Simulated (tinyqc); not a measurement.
## Remanence, coercive field and barrier from the coefficients

Inverse problem. u = al P^2 + be P^4 - E P (P in uC/cm^2, E in kV/cm, u in mJ/cm^3). Find Pr, the polarisation Pc at which dE/dP = 0, Ec and the barrier u(0) - u(Pr).

al = -74.230749 kV cm/uC
be = 0.084161847 kV cm^5/uC^3

Solution. Pr^2 = -al/(2 be), Pc^2 = -al/(6 be), Ec = -(4/3) al Pc and the barrier is al^2/(4 be).

Pr = 21.00 uC/cm^2
Pc = 12.12 uC/cm^2
Ec = 1200 kV/cm
barrier = 1.637e4 mJ/cm^3

tinyqc, about 0.07 s, one thread, Intel Xeon 2.30GHz (shared host): `OMP_NUM_THREADS=1 python tinyqc.py 2860066 2860067 out.jsonl`
